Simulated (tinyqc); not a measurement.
From results back to parameters: pair of shallow donors (hydrogen-like orbitals). Three cases, with inputs chosen for the exercise.

Problem. The splitting D = E(-) - E(+) was computed from a hidden separation.

Each donor has the orbital exp(-r/a); energy unit Ha* = q/(eps a), q = e^2/(4 pi eps0), so that a lone donor is bound by Ha*/2; x = R/a. One electron: S = (1 + x + x^2/3) exp(-x), j = 1/x - (1 + 1/x) exp(-2x), k = (1 + x) exp(-x); levels E(+/-) = -1/2 - (j +/- k)/(1 +/- S) in Ha*, without the repulsion of the ions, split by D = |E(-) - E(+)|.

Constants: e^2/(4 pi eps0) = 14.39964547 eV angstrom.

Find: D/Ha*; x; R.

Method. D/Ha* = 2 (k - j S)/(1 - S^2) falls steadily with x in this range, so bisection finds one value.

Case 1.

Values chosen (out of a larger set: near those of two donors in GaAs; not measured data): a = 91.5 angstrom (orbital radius); eps = 13 (dielectric constant).

D = 0.564805 meV

Solution.

D/Ha* = 0.04666
x = 4.885
R = 447 angstrom

Case 2.

Values chosen (out of a larger set: near those of two donors in GaN; not measured data): a = 27.6 angstrom (orbital radius); eps = 9.7 (dielectric constant).

D = 1.36103 meV

Solution.

D/Ha* = 0.02530
x = 5.652
R = 156 angstrom

Case 3.

Values chosen (out of a larger set: near those of two donors in GaN; not measured data): a = 25.4 angstrom (orbital radius); eps = 9.7 (dielectric constant).

D = 4.44496 meV

Solution.

D/Ha* = 0.07605
x = 4.252
R = 108 angstrom

Computed by tinyqc, one run a case: `OMP_NUM_THREADS=1 python tinyqc.py N N+1 out.jsonl` with N = 1281542, 1281631, 1281669; one thread of a shared Intel(R) Xeon(R) Processor @ 2.30GHz, about 0.01 s a run at most.
